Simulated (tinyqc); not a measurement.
RKS/B3LYP (VWN-RPA form) in the sto-3g basis, for Li+, spin multiplicity 1, step by step. One step of it, computed by the program tinyqc.

Question. Iteration 1: building the Kohn-Sham matrix. J_ij = sum D_kl (ij|kl), K_ij = sum D_kl (ik|jl); F = H + J - 0.1 K + V_xc; E = tr D H + tr D J / 2 - 0.05 tr D K + E_xc + E_nn.

D at the start, order 1Li 1s, 1Li 2s, 1Li 2px, 1Li 2py, 1Li 2pz:
$$\begin{pmatrix}
1.969590 & 0.059347 & 0.000000 & 0.000000 & 0.000000 \\
0.059347 & 0.001788 & 0.000000 & 0.000000 & 0.000000 \\
0.000000 & 0.000000 & 0.000000 & 0.000000 & 0.000000 \\
0.000000 & 0.000000 & 0.000000 & 0.000000 & 0.000000 \\
0.000000 & 0.000000 & 0.000000 & 0.000000 & 0.000000
\end{pmatrix}$$

core Hamiltonian H = T + V (hartree), order 1Li 1s, 1Li 2s, 1Li 2px, 1Li 2py, 1Li 2pz:
$$\begin{pmatrix}
-4.406095 & -0.984581 & 0.000000 & 0.000000 & 0.000000 \\
-0.984581 & -1.104759 & 0.000000 & 0.000000 & 0.000000 \\
0.000000 & 0.000000 & -0.877579 & 0.000000 & 0.000000 \\
0.000000 & 0.000000 & 0.000000 & -0.877579 & 0.000000 \\
0.000000 & 0.000000 & 0.000000 & 0.000000 & -0.877579
\end{pmatrix}$$

Two-electron integrals (ij|kl) in chemists' order, unique and non-zero (hartree):
```
(11|11) 1.680395   (21|11) 0.265420   (21|21) 0.049941   (22|11) 0.397727
(22|21) 0.092860   (22|22) 0.290562   (31|31) 0.008981   (32|31) 0.013788
(32|32) 0.064184   (33|11) 0.396640   (33|21) 0.092880   (33|22) 0.290497
(33|33) 0.312946   (41|41) 0.008981   (42|41) 0.013788   (42|42) 0.064184
(43|43) 0.016869   (44|11) 0.396640   (44|21) 0.092880   (44|22) 0.290497
(44|33) 0.279207   (44|44) 0.312946   (51|51) 0.008981   (52|51) 0.013788
(52|52) 0.064184   (53|53) 0.016869   (54|54) 0.016869   (55|11) 0.396640
(55|21) 0.092880   (55|22) 0.290497   (55|33) 0.279207   (55|44) 0.279207
(55|55) 0.312946
```

nuclear repulsion = 0 hartree

V_xc (hartree), order 1Li 1s, 1Li 2s, 1Li 2px, 1Li 2py, 1Li 2pz:
$$\begin{pmatrix}
-0.882853 & -0.114403 & 0.000000 & 0.000000 & 0.000000 \\
-0.114403 & -0.095748 & 0.000000 & 0.000000 & 0.000000 \\
0.000000 & 0.000000 & -0.093999 & 0.000000 & 0.000000 \\
0.000000 & 0.000000 & 0.000000 & -0.093999 & 0.000000 \\
0.000000 & 0.000000 & 0.000000 & 0.000000 & -0.093999
\end{pmatrix}$$

E_xc = sum of w rho eps_xc = -1.37094801 hartree

Give: Coulomb J; exchange K; Kohn-Sham matrix F; total energy of this density.

Answer.

Coulomb J (hartree), order 1Li 1s, 1Li 2s, 1Li 2px, 1Li 2py, 1Li 2pz:
$$\begin{pmatrix}
3.3419 & 0.5289 & 0.0000 & 0.0000 & 0.0000 \\
0.5289 & 0.7949 & 0.0000 & 0.0000 & 0.0000 \\
0.0000 & 0.0000 & 0.7928 & 0.0000 & 0.0000 \\
0.0000 & 0.0000 & 0.0000 & 0.7928 & 0.0000 \\
0.0000 & 0.0000 & 0.0000 & 0.0000 & 0.7928
\end{pmatrix}$$

exchange K (hartree), order 1Li 1s, 1Li 2s, 1Li 2px, 1Li 2py, 1Li 2pz:
$$\begin{pmatrix}
3.3413 & 0.5495 & 0.0000 & 0.0000 & 0.0000 \\
0.5495 & 0.1099 & 0.0000 & 0.0000 & 0.0000 \\
0.0000 & 0.0000 & 0.0194 & 0.0000 & 0.0000 \\
0.0000 & 0.0000 & 0.0000 & 0.0194 & 0.0000 \\
0.0000 & 0.0000 & 0.0000 & 0.0000 & 0.0194
\end{pmatrix}$$

Kohn-Sham matrix F (hartree), order 1Li 1s, 1Li 2s, 1Li 2px, 1Li 2py, 1Li 2pz:
$$\begin{pmatrix}
-2.2812 & -0.6251 & 0.0000 & 0.0000 & 0.0000 \\
-0.6251 & -0.4166 & 0.0000 & 0.0000 & 0.0000 \\
0.0000 & 0.0000 & -0.1808 & 0.0000 & 0.0000 \\
0.0000 & 0.0000 & 0.0000 & -0.1808 & 0.0000 \\
0.0000 & 0.0000 & 0.0000 & 0.0000 & -0.1808
\end{pmatrix}$$

total energy of this density = -7.177119 hartree

This density is the starting one.
